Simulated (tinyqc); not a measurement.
# Input admittance of a MOSFET at zero drain bias: distributed channel and distributed gate: two studies

Source and drain grounded, strong inversion, w = 2 pi f, Cox = eps0 eox/tox. The channel is an RC line of resistance 1/(mu Cox Vo) per square fed from both ends, so one finger has the intrinsic admittance y = i w Cox L tanh(g)/g per width, g = (1/2) sqrt(i w tau), tau = L^2/(mu Vo). The vertical resistance rv/L is in series with y, the overlaps 2 i w Cov in parallel: y_t = 1/(1/y + rv/L) + 2 i w Cov. The gate strip is a line of Rsh/L per length loaded by y_t, so a finger has Y = y_t Wf tanh(k)/k, k = (Wf/sd) sqrt(y_t Rsh/L); the device has Nf Y.

Values chosen for this exercise; values of the order met in silicon radio-frequency transistors: relative permittivity of the gate insulator (close to silicon dioxide) eox = 3.9; insulator thickness tox = 3.4 nm; channel length L = 0.46 um; finger width Wf = 0.86 um; number of fingers Nf = 1; channel mobility mu = 200 cm^2/(V s); gate overdrive Vo = 0.36 V; sheet resistance of the gate Rsh = 3.3 ohm/square; vertical resistivity of the gate stack rv = 0 ohm um^2; number of ends at which a finger is contacted sd = 1; overlap and fringe capacitance on each side Cov = 0.25 fF/um; frequency f = 4.8 GHz.

Constants: eps0 = 8.8541878128e-14 F/cm where lengths are in cm. Results are converted to the units shown.

Each table varies one quantity; the others keep the values above.

## Input impedance against frequency

Low-frequency limits, with c = Cox L and ct = c + 2 Cov: R_strip = Rsh Wf/(3 sd^2 L Nf), R_ch = (c/ct)^2 L/(12 mu Cox Vo Wf Nf), R_vert = (c/ct)^2 rv/(L Wf Nf), C = ct Wf Nf. Z = 1/(Nf Y) = R + 1/(i w C), Q = |Im Z|/R, far-point signal |1/cosh k|.

The same in every row: low-frequency R (ohm) = 499.45.

Input impedance against frequency:
```
f (GHz)      w tau        |k|  R (ohm)  C (fF)       Q  signal at the far point
0.05     0.0092328  0.0029361   499.45  4.4478  1432.9                   1.0000
0.1       0.018466  0.0041523   499.45  4.4478  716.45                   1.0000
0.4       0.073862  0.0083045   499.45  4.4478  179.11                   1.0000
1          0.18466   0.013130   499.44  4.4475  71.651                   1.0000
3          0.55397   0.022727   499.34  4.4453  23.900                  0.99999
7           1.2926   0.034606   498.84  4.4341  10.279                  0.99994
20          3.6931   0.056999   494.56  4.3390  3.7084                  0.99958
50          9.2328   0.080780   470.78  3.8766  1.7441                  0.99838
100         18.466   0.096117   405.60  2.9911  1.3118                  0.99721
```

Read the table: what changes, and by how much?

R falls from 499 to 406 ohm and C falls from 4.45 to 2.99 fF. Q goes as f^(-1.00) between the first two rows and f^(-0.41) between the last two, where w tau = 18.5 and |k| = 0.0961. The low-frequency limits hold both R and C within 5 % up to f = 20 GHz among the rows.

## Dividing a fixed width into fingers

Total width Wf Nf = 0.86 um; each finger also has a contact resistance Rc at each contacted end, which adds Rc/(sd Nf). The resistances are low-frequency limits, good while |k| is below about 1; the far-point signal is |1/cosh k| at f, without Rc.

The same in every row: R_ch + R_vert (ohm) = 497.4.

Result of one run:
```
Nf  Wf (um)  R_strip (ohm)  Rc/(sd Nf) for Rc = 30 ohm (ohm)  sum (ohm)  signal at the far point
64  0.01344       5.021e-4                            0.4688      497.9                    1.000
```

What becomes of these results when the number of fingers Nf is changed from 64 to 4, all else the same?

Result of the changed run:
```
Nf  Wf (um)  R_strip (ohm)  Rc/(sd Nf) for Rc = 30 ohm (ohm)  sum (ohm)  signal at the far point
4    0.2150         0.1285                             7.500      505.0                    1.000
```

The whole series:
```
Nf    Wf (um)  R_strip (ohm)  Rc/(sd Nf) for Rc = 30 ohm (ohm)  sum (ohm)  signal at the far point
1      0.8600          2.057                             30.00      529.4                    1.000
2      0.4300         0.5141                             15.00      512.9                    1.000
4      0.2150         0.1285                             7.500      505.0                    1.000
8      0.1075        0.03213                             3.750      501.2                    1.000
16    0.05375       0.008033                             1.875      499.3                    1.000
32    0.02687       0.002008                            0.9375      498.3                    1.000
64    0.01344       5.021e-4                            0.4688      497.9                    1.000
128  0.006719       1.255e-4                            0.2344      497.6                    1.000
```

R_strip falls as 1/Nf^2, from 2.06 to 1.26e-4 ohm, the contact term as 1/Nf, and R_ch + R_vert stays at 497 ohm since the total width is fixed. The sum is within a factor 1.5 of that floor from Nf = 1 on. More fingers add wiring capacitance, which is left out.

tinyqc, about 0.01 s, one thread, Intel Xeon 2.30GHz (shared host): `OMP_NUM_THREADS=1 python tinyqc.py 2262054 2262055 out.jsonl`
